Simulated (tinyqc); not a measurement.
Minority-electron transport through the base of a bipolar transistor (Moll-Ross and Kroemer integrals). Changing the base doping at the emitter edge N_0. Computed by tinyqc, a small Python program. Command: `OMP_NUM_THREADS=1 python tinyqc.py 3025094 3025095 out.jsonl base sweep`. One thread of a shared host (Intel(R) Xeon(R) Processor @ 2.30GHz), about 0.01 s of CPU time with the checks.

Low injection, one dimension, x from the emitter edge (0) to the collector edge (W), s = x/W. Recombination is treated as a small correction (valid for tau_B well below tau_n), computed from the stored charge.

Inputs (values chosen for the exercise, modelled on silicon): intrinsic density n_i at the emitter edge = 1e+10 1/cm^3; base width W = 39 nm; mu_min = 260 cm^2/(V s); mu_max = 1360 cm^2/(V s); N_ref = 1.1e+17 1/cm^3; saturation velocity v_s = 0.88 1e7 cm/s; electron lifetime tau_n = 77 ns; emitter Gummel number G_E = 1.6e+14 s/cm^4; base-emitter voltage V_BE = 0.71 V; temperature T = 300 K; gap narrowing across the base dE_g = 38 meV.

Base doping profile: uniform. Gap grading: linear. Exit of the base: infinite sink.

Constants: k_B = 8.617333262e-05 eV/K; e = 1.602176634e-19 C.

Method:
- N(x) = N_0; n_i(x)^2 = n_i^2 exp(s dE_g/k_B T); D(x) = (k_B T/e) mu, mu = mu_min + (mu_max - mu_min)/(1 + (N/N_ref)^0.7).
- With y(x) = N n_i^2/(D n_i(x)^2): base Gummel number G_B = int_0^W y dx; J_C = e n_i^2 exp(e V_BE/k_B T)/G_B; n(x) = (J_C/e)(n_i(x)^2/(N n_i^2)) [int_x^W y dx]; transit time tau_B = (e/J_C) int n dx; trapezoid rule on 401 even points.
- Emitter-limited gain beta_E = G_E/G_B; recombination-limited gain beta_R = tau_n/tau_B; 1/beta = 1/beta_E + 1/beta_R; f_T from the base alone = 1/(2 pi tau_B).

One run for each value; columns: (1) base doping at the emitter edge N_0 (1/cm^3); (2) current gain beta; (3) collector current density J_C (A/cm^2); (4) base transit time tau_B (ps); (5) beta_E; (6) beta_R:
```
(1)              (2)         (3)      (4)         (5)         (6)
2.00e+17  6.8787e+03  5.9747e+02  0.27359  7.0510e+03  2.8144e+05
4.30e+17  2.6333e+03  2.2573e+02  0.33681  2.6640e+03  2.2862e+05
9.50e+17  9.7337e+02  8.2914e+01  0.41504  9.7851e+02  1.8552e+05
2.10e+18  3.6918e+02  3.1357e+01  0.49647  3.7006e+02  1.5510e+05
4.50e+18  1.5108e+02  1.2816e+01  0.56685  1.5125e+02  1.3584e+05
9.70e+18  6.3797e+01  5.4087e+00  0.62314  6.3830e+01  1.2357e+05
2.10e+19  2.7677e+01  2.3458e+00  0.66365  2.7684e+01  1.1603e+05
4.60e+19  1.2139e+01  1.0287e+00  0.69085  1.2141e+01  1.1146e+05
1.00e+20  5.4509e+00  4.6191e-01  0.70776  5.4512e+00  1.0879e+05
```

Describe and explain the trends.

Over the rows, current gain beta falls from 6880 to 5.45 (exponent d ln y / d ln x -1.3 between the first rows and -1.0 between the last); collector current density J_C (A/cm^2) falls from 597 to 0.462 (exponent d ln y / d ln x -1.3 between the first rows and -1.0 between the last); base transit time tau_B (ps) rises from 0.274 to 0.708 (exponent d ln y / d ln x 0.27 between the first rows and 0.031 between the last). At the high end the exponent of collector current density J_C is -1.03, close to -1: J_C is inverse to the Gummel number. Gap narrowing by heavy doping and the fall of the lifetime with N are left out; both matter at the high end.

Caution (rows 2.00e17, 4.30e17, 9.50e17): the mean velocity exceeds v_s, so drift-diffusion with a low-field mobility overstates the speed.
